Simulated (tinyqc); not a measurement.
Delay unit and parasitic delay from two ring oscillators.

Problem. A ring of 31 inverters oscillates at 1/(2 x 31 d), with stage delay d = tau (h + p) for fan-out h. Find tau, p and the delay at fan-out 4.

frequencies of 31-stage ring oscillators with fan-out 1 and 4 (GHz): [1.5199435, 0.67396381]

Solution. d is a straight line in h with slope tau and intercept tau p.

tau = 4.44 ps
p = 1.39
delay at fan-out 4 = 23.9 ps

tinyqc, about 0.01 s, one thread, Intel Xeon 2.30GHz (shared host): `OMP_NUM_THREADS=1 python tinyqc.py 2082147 2082148 out.jsonl`
